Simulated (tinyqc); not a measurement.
Worked calculation: plane-wave Kohn-Sham cycle with exchange-only LDA in a layered model solid. One step of it, computed by the program tinyqc.

Question. Iteration 1: levels at that k. Diagonalise the Hermitian matrix.

H (hartree):
```
           -2         -1         +0         +1         +2
-2   0.226722  -0.130000  -0.080000   0.000000   0.000000
-1  -0.130000  -0.089593  -0.130000  -0.080000   0.000000
+0  -0.080000  -0.130000  -0.175861  -0.130000  -0.080000
+1   0.000000  -0.080000  -0.130000  -0.032082  -0.130000
+2   0.000000   0.000000  -0.080000  -0.130000   0.341745
```

Give: eigenvalues.

Answer.

eigenvalues (hartree): -0.388  -0.040  0.031  0.280  0.388
